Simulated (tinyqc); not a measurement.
Schottky emission and Poole-Frenkel conduction in an insulator, and how to tell them apart: two steps of the calculation.

Schottky emission (electrode-limited): J = As T^2 exp[-(pb - b sqrt(F))/Vt], b = sqrt(q/(4 pi eps0 ei)). Poole-Frenkel emission (bulk-limited): J = s0 F exp[-(pt - 2 b sqrt(F))/Vt]. F in V/cm.

Inputs (values chosen for the exercise); dielectric values close to those of silicon nitride:
```
symbol,value,unit,meaning
T,300,K,temperature
ei,3.92,,high-frequency relative permittivity
es,7.46,,static relative permittivity
pt,0.86,eV,trap depth
s0,0.051,S/cm,Poole-Frenkel prefactor
pb,1.14,eV,electrode barrier
As,18,A/(cm^2 K^2),Richardson constant
F,0.9,MV/cm,field
```

Constants: q = 1.602176634e-19 C, kB = 1.380649e-23 J/K, Vt = kB T/q, eps0 = 8.8541878128e-14 F/cm where lengths are in cm. Results are converted to the units shown.

Task 1. Both currents at one field. Lowerings b sqrt(F) and 2 b sqrt(F); the image-force maximum lies at sqrt(q/(16 pi eps0 ei F)) from the electrode.

Find: Schottky lowering; position of the barrier top; Poole-Frenkel lowering; J, Schottky; J, Poole-Frenkel.

Result 1.

Schottky lowering = 181.83 meV
position of the barrier top = 1.0101 nm
Poole-Frenkel lowering = 363.65 meV
J, Schottky = 1.2968e-10 A/cm^2
J, Poole-Frenkel = 2.1062e-4 A/cm^2

Injection and bulk transport act in series, so the smaller capacity limits the current: here the electrode, by a factor of 1.62e6.

Task 2. Which mechanism made these data. The data come from another sample of the same dielectric, in which one mechanism alone limits the current. Fit straight lines by least squares: ln J on sqrt(F) (Schottky plot, slope b/Vt) and ln(J/F) on sqrt(F) (Poole-Frenkel plot, slope 2 b/Vt), F in V/cm, and read a permittivity from each slope. The right mechanism gives a value near ei, and in any case between ei and es.

| point | F (MV/cm) | J (A/cm^2) |
|---|---|---|
| 0 | 0.71 | 3.034e-6 |
| 1 | 1.13 | 0.0001268 |
| 2 | 1.56 | 0.002759 |
| 3 | 1.98 | 0.03652 |
| 4 | 2.41 | 0.3833 |
| 5 | 2.83 | 3.086 |

Find: slope of the Schottky plot; permittivity read as Schottky; slope of the Poole-Frenkel plot; permittivity read as Poole-Frenkel.

Result 2.

slope of the Schottky plot = 0.016462 (cm/V)^0.5
permittivity read as Schottky = 0.79510
slope of the Poole-Frenkel plot = 0.014827 (cm/V)^0.5
permittivity read as Poole-Frenkel = 3.9201

Both plots are nearly straight, so straightness decides nothing. Read as Poole-Frenkel the data give 3.92, which matches ei = 3.92; read as Schottky they give 0.795, below 1 and impossible. The data are Poole-Frenkel.

Program tinyqc, `OMP_NUM_THREADS=1 python tinyqc.py 2370013 2370014 out.jsonl`; Intel Xeon 2.30GHz, shared host, one thread, about 0.01 s.
